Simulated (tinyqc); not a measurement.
Thermal stress, cracking, delamination and buckling of a thin film; Griffith cracks and misfitting inclusions: one step, computed by the program tinyqc. Command: `OMP_NUM_THREADS=1 python tinyqc.py 3014055 3014056 out.jsonl filmcrack walk`. One thread of a shared host (Intel(R) Xeon(R) Processor @ 2.30GHz), about 0.01 s of CPU time with the checks.

Isotropic linear elasticity; the substrate is much thicker than the film; stress is positive in tension.

Task: Elastic mismatch. Dundurs alpha = (Ebar - Ebar_s)/(Ebar + Ebar_s), with Ebar_s = E_s/(1 - nu_s^2). The channel-crack factor is taken as g = 1.258 (1 - alpha)^(-0.7), a rough interpolation chosen for the exercise (1.258 is the value for matched materials).

Inputs (values chosen for the exercise, for a model film): deposition temperature T_d = 450 K; final temperature T = 300 K; substrate Young's modulus E_s = 150 GPa; substrate Poisson ratio nu_s = 0.22.

Ebar = 103.9316 GPa

Give: Dundurs alpha; factor g.

Result:

Dundurs alpha = -0.2053

factor g = 1.104

The stiffer substrate holds the crack faces and lowers the driving force.
